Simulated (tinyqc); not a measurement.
Inside a calculation. Method: empirical pseudopotential in a few plane waves. One step of it, computed by the program tinyqc.

Task: Bloch Hamiltonian at k. Basis: the 15 shortest G (labels in 2 pi/a), the same at every k. H(G,G') = c |k + G|^2 delta + VS(|G-G'|^2) cos((G-G').tau) + i VA sin((G-G').tau), tau = a/8 (1,1,1); 1 Ry = 13.605693 eV.

Parameters chosen for this model: fcc lattice, atoms at +/- a/8 (1,1,1); form factors in rydberg at |G|^2 in units of (2 pi/a)^2:
```
parameter                 value      unit
a                      6.000000  angstrom
VS(3)                 -0.233000        Ry
VS(8)                  0.040000        Ry
VS(11)                 0.077000        Ry
VA(3)                  0.114000        Ry
VA(4)                  0.026000        Ry
VA(11)                 0.004000        Ry
hbar^2/2m (2 pi/a)^2   4.178113        eV
```

k point k (2 pi / a): -0.230000  -0.240000  -0.140000

Give: H(k) at k.

Result:

H(k) at k (eV):
```
                 +0+0+0           -1-1-1           -1-1+1           -1+1-1
+0+0+0           0.5436   2.2416+1.0968i  -2.2416+1.0968i  -2.2416+1.0968i
-1-1-1   2.2416-1.0968i          18.1752   0.0000-0.3537i   0.0000-0.3537i
-1-1+1  -2.2416-1.0968i   0.0000+0.3537i          15.8355           0.5442
-1+1-1  -2.2416-1.0968i   0.0000+0.3537i           0.5442          14.1642
-1+1+1  -2.2416+1.0968i          -0.5442   0.0000+0.3537i   0.0000+0.3537i
+1-1-1  -2.2416-1.0968i   0.0000+0.3537i           0.5442           0.5442
+1-1+1  -2.2416+1.0968i          -0.5442   0.0000+0.3537i           0.0000
+1+1-1  -2.2416+1.0968i          -0.5442           0.0000   0.0000+0.3537i
+1+1+1   2.2416+1.0968i           0.0000          -0.5442          -0.5442
-2+0+0   0.0000-0.3537i  -2.2416+1.0968i  -2.2416-1.0968i  -2.2416-1.0968i
+0-2+0   0.0000-0.3537i  -2.2416+1.0968i  -2.2416-1.0968i   0.7408-0.0385i
+0+0-2   0.0000-0.3537i  -2.2416+1.0968i   0.7408-0.0385i  -2.2416-1.0968i
+0+0+2   0.0000+0.3537i  -0.7408-0.0385i   2.2416+1.0968i  -0.7408+0.0385i
+0+2+0   0.0000+0.3537i  -0.7408-0.0385i  -0.7408+0.0385i   2.2416+1.0968i
+2+0+0   0.0000+0.3537i  -0.7408-0.0385i  -0.7408+0.0385i  -0.7408+0.0385i

                 -1+1+1           +1-1-1           +1-1+1           +1+1-1
+0+0+0  -2.2416-1.0968i  -2.2416+1.0968i  -2.2416-1.0968i  -2.2416-1.0968i
-1-1-1          -0.5442   0.0000-0.3537i          -0.5442          -0.5442
-1-1+1   0.0000-0.3537i           0.5442   0.0000-0.3537i           0.0000
-1+1-1   0.0000-0.3537i           0.5442           0.0000   0.0000-0.3537i
-1+1+1          11.8245           0.0000           0.5442           0.5442
+1-1-1           0.0000          14.3313   0.0000-0.3537i   0.0000-0.3537i
+1-1+1           0.5442   0.0000+0.3537i          11.9916           0.5442
+1+1-1           0.5442   0.0000+0.3537i           0.5442          10.3204
+1+1+1   0.0000+0.3537i          -0.5442   0.0000+0.3537i   0.0000+0.3537i
-2+0+0   2.2416-1.0968i   0.7408-0.0385i  -0.7408-0.0385i  -0.7408-0.0385i
+0-2+0  -0.7408-0.0385i  -2.2416-1.0968i   2.2416-1.0968i  -0.7408-0.0385i
+0+0-2  -0.7408-0.0385i  -2.2416-1.0968i  -0.7408-0.0385i   2.2416-1.0968i
+0+0+2  -2.2416+1.0968i  -0.7408+0.0385i  -2.2416+1.0968i   0.7408+0.0385i
+0+2+0  -2.2416+1.0968i  -0.7408+0.0385i   0.7408+0.0385i  -2.2416+1.0968i
+2+0+0   0.7408+0.0385i   2.2416+1.0968i  -2.2416+1.0968i  -2.2416+1.0968i

                 +1+1+1           -2+0+0           +0-2+0           +0+0-2
+0+0+0   2.2416-1.0968i   0.0000+0.3537i   0.0000+0.3537i   0.0000+0.3537i
-1-1-1           0.0000  -2.2416-1.0968i  -2.2416-1.0968i  -2.2416-1.0968i
-1-1+1          -0.5442  -2.2416+1.0968i  -2.2416+1.0968i   0.7408+0.0385i
-1+1-1          -0.5442  -2.2416+1.0968i   0.7408+0.0385i  -2.2416+1.0968i
-1+1+1   0.0000-0.3537i   2.2416+1.0968i  -0.7408+0.0385i  -0.7408+0.0385i
+1-1-1          -0.5442   0.7408+0.0385i  -2.2416+1.0968i  -2.2416+1.0968i
+1-1+1   0.0000-0.3537i  -0.7408+0.0385i   2.2416+1.0968i  -0.7408+0.0385i
+1+1-1   0.0000-0.3537i  -0.7408+0.0385i  -0.7408+0.0385i   2.2416+1.0968i
+1+1+1           7.9806  -0.7408-0.0385i  -0.7408-0.0385i  -0.7408-0.0385i
-2+0+0  -0.7408+0.0385i          21.0999           0.5442           0.5442
+0-2+0  -0.7408+0.0385i           0.5442          21.2670           0.5442
+0+0-2  -0.7408+0.0385i           0.5442           0.5442          19.5958
+0+0+2  -2.2416-1.0968i          -0.5442          -0.5442           0.0000
+0+2+0  -2.2416-1.0968i          -0.5442           0.0000          -0.5442
+2+0+0  -2.2416-1.0968i           0.0000          -0.5442          -0.5442

                 +0+0+2           +0+2+0           +2+0+0
+0+0+0   0.0000-0.3537i   0.0000-0.3537i   0.0000-0.3537i
-1-1-1  -0.7408+0.0385i  -0.7408+0.0385i  -0.7408+0.0385i
-1-1+1   2.2416-1.0968i  -0.7408-0.0385i  -0.7408-0.0385i
-1+1-1  -0.7408-0.0385i   2.2416-1.0968i  -0.7408-0.0385i
-1+1+1  -2.2416-1.0968i  -2.2416-1.0968i   0.7408-0.0385i
+1-1-1  -0.7408-0.0385i  -0.7408-0.0385i   2.2416-1.0968i
+1-1+1  -2.2416-1.0968i   0.7408-0.0385i  -2.2416-1.0968i
+1+1-1   0.7408-0.0385i  -2.2416-1.0968i  -2.2416-1.0968i
+1+1+1  -2.2416+1.0968i  -2.2416+1.0968i  -2.2416+1.0968i
-2+0+0          -0.5442          -0.5442           0.0000
+0-2+0          -0.5442           0.0000          -0.5442
+0+0-2           0.0000          -0.5442          -0.5442
+0+0+2          14.9163           0.5442           0.5442
+0+2+0           0.5442          13.2450           0.5442
+2+0+0           0.5442           0.5442          13.4122
```
